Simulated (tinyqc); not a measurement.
Tunnelling through a gate dielectric, WKB transmission and Tsu-Esaki current: two steps of the calculation.

Electrons leave the emitter at x = 0. Energies E (motion across the layers) are in eV from the emitter Fermi level; the collector Fermi level lies at -V and offers states at every E. No charge in the dielectric and no image force: F1 = V/t1, U = phi1 - F1 x. With C = hbar^2/(2 m0), kappa = sqrt(m (U - E)/C) where U > E and 0 elsewhere; T(E) = exp(-S), S = 2 times the integral of kappa over x.

Parameters, values chosen for the exercise; dielectric values close to those of aluminium oxide:
```
symbol,value,unit,meaning
phi1,2.69,eV,barrier of layer 1 above the emitter Fermi level at zero bias
m1,0.41,m0,tunnelling mass of layer 1
t1,2.8,nm,thickness of layer 1
V,0.4,V,voltage across the dielectric
E,0.16,eV,energy of the electron followed
nc,7,,cells in each layer
```

Constants: q = 1.602176634e-19 C, hbar = 1.054571817e-34 J s, m0 = 9.1093837015e-31 kg, hbar^2/(2 m0) = 0.0380998212 eV nm^2. Results are converted to the units shown.

Question 1. WKB exponent by the midpoint rule. Cut each layer into nc equal cells, take U and kappa at the cell centres, and sum S = 2 sum kappa h.

Wanted: x; U; kappa; S; T(E).

Answer 1.

```
cell  x (nm)  U (eV)  kappa (1/nm)
0     0.2000  2.6614        5.1883
1     0.6000  2.6043        5.1287
2     1.0000  2.5471        5.0684
3     1.4000  2.4900        5.0074
4     1.8000  2.4329        4.9456
5     2.2000  2.3757        4.8830
6     2.6000  2.3186        4.8196
```

S = 28.033
T(E) = 6.6916e-13

Question 2. WKB exponent in closed form. Each layer adds (2/F) sqrt(m/C) [G(u at its left edge) - G(u at its right edge)] to S, with u = U - E (0 where negative) and G(u) = (2/3) u^1.5. The slope follows from 1/d = -dS/dE.

Wanted: S; T(E); energy d over which T(E) grows by a factor e.

Answer 2.

S = 28.03
T(E) = 6.693e-13
energy d over which T(E) grows by a factor e = 0.1660 eV

The midpoint rule gives S = 28.033, so its T(E) is 0.018 % below this value. The band edge stays above E through the whole stack: direct tunnelling through a trapezoid.

Computed by the program tinyqc: `OMP_NUM_THREADS=1 python tinyqc.py 2540067 2540068 out.jsonl`, one thread of a shared Intel Xeon 2.30GHz, about 0.02 s for the whole run.
